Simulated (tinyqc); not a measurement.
Solubility, supersaturation, precipitation and gettering of an impurity in a silicon-like host: one step, computed by the program tinyqc. Command: `OMP_NUM_THREADS=1 python tinyqc.py 3025469 3025470 out.jsonl ripen walk`. One thread of a shared host (Intel(R) Xeon(R) Processor @ 2.30GHz), about 0.01 s of CPU time with the checks.

The wafer was saturated at T1 and is then held at T.

Question. Ham's law for sinks of fixed radius. tau0 = 1/(4 pi n r0 D); C_fixed(t) = C_eq + (C0 - C_eq) exp(-t/tau0). If all excess precipitates, the final radius is r_f = [r0^3 + 3 (C0 - C_eq)/(4 pi n C_p)]^(1/3), with tau_f = 1/(4 pi n r_f D).

Inputs (values chosen for the exercise, modelled on cobalt in silicon):

| quantity | value | unit |
|---|---|---|
| temperature of saturation T1 | 1200 | K |
| anneal temperature T | 719 | K |
| sink density n | 1.9e+09 | 1/cm^3 |
| initial sink radius r0 | 2.9 | nm |
| impurity density in the precipitate C_p | 5.4e+22 | 1/cm^3 |
| anneal time t | 82 | s |

D(T) = 1.463378e-07 cm^2/s

C_eq(T) = 1978122 1/cm^3

C0 = 1.279307e+14 1/cm^3

Give: tau0; C_fixed(t); final radius r_f; tau_f.

Answer.

tau0 = 986.9 s

C_fixed(t) = 1.177e+14 1/cm^3

final radius r_f = 6.855 nm

tau_f = 417.5 s

The sinks grow 2.4 times, so the fixed radius underrates the later rate. Caution: the barrier to homogeneous nucleation is below 35 k_B T for these inputs, so new precipitates would form and outnumber the fixed sinks assumed here.
